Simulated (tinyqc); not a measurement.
Chemical vapour deposition: Grove model, boundary layer, depletion and step coverage: one step, computed by the program tinyqc.

A precursor diffuses to the surface and reacts there at first order; each molecule that reacts adds one formula unit of film.

Problem. Gas-phase and surface constants. k_s = k0 exp(-E/(k_B T)); C_g = Y p/(k_B T), 1 torr = 133.322 Pa; D = D0 (T/273.15)^1.75 (760/p). Temperatures in kelvin are T(C) + 273.15. Mean speed c = sqrt(8 k_B T/(pi M)); reactive sticking probability beta = 4 k_s/c.

Inputs (values chosen for the exercise, close to those used for silicon dioxide from an alkoxysilane):
```
quantity                                     value    unit
prefactor k0 of k_s                          8e+08    cm/s
activation energy E                           1.84      eV
temperature T                                  770       C
total pressure p                               1.7    torr
mole fraction of the precursor Y              0.11       -
gas diffusivity D0 at 273.15 K and 760 torr   0.58  cm^2/s
precursor mass M                               208       u
```

Reactor: wafer stack, low pressure.

Constants: k_B = 1.380649e-23 J/K; u = 1.6605390666e-27 kg; k_B = 8.617333262e-05 eV/K.

Give: surface rate constant k_s; precursor density C_g; gas diffusivity D; mean speed c; sticking probability beta.

Solution.

surface rate constant k_s = 1.032 cm/s

precursor density C_g = 1.731e+15 1/cm^3

gas diffusivity D = 2705 cm^2/s

mean speed c = 32586 cm/s

sticking probability beta = 1.266e-04
